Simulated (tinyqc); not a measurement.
Ion-assisted plasma etching: sheath, surface coverage, synergy and aspect-ratio dependence: one step, computed by the program tinyqc.

Radicals adsorb on bare sites; ions remove covered sites with a high yield and bare sites by sputtering; a slow spontaneous reaction acts everywhere, walls included.

Problem. Open-field etch rate. Steady coverage: s G_n (1 - theta) = x Y G_i theta; removal flux = Y G_i theta + Y_p G_i (1 - theta) + k_c G_n; rate = flux/N, 1 cm/s = 6e8 nm/min. Lateral rate = k_c G_n/N; anisotropy = 1 - lateral/vertical; synergy = vertical/(ions alone + radicals alone), with ions alone Y_p G_i/N and radicals alone the lateral rate.

Inputs (values chosen for the exercise, close to those used for silicon dioxide in a fluorocarbon plasma):
```
quantity,value,unit
gas temperature T_g,500,K
sticking coefficient s,0.77,-
radicals per removed unit x,3,-
spontaneous reaction probability k_c,4.8e-06,-
solid density N,2.2e+22,1/cm^3
```

Feature: round hole.

yield Y = 1.971911

sputter yield Y_p = 0.1297084

ion flux G_i = 2.490763e+15 1/(cm^2 s)

radical flux G_n = 5.598306e+16 1/(cm^2 s)

Give: coverage theta; vertical rate; lateral rate; anisotropy; synergy.

Solution.

coverage theta = 0.74526

vertical rate = 102.08 nm/min

lateral rate = 0.0073287 nm/min

anisotropy = 0.99993

synergy = 11.576

Ions and radicals both limit the rate. Caution: a sheath of several millimetres is collisional at usual pressures, which lowers the ion energy and widens the angles.
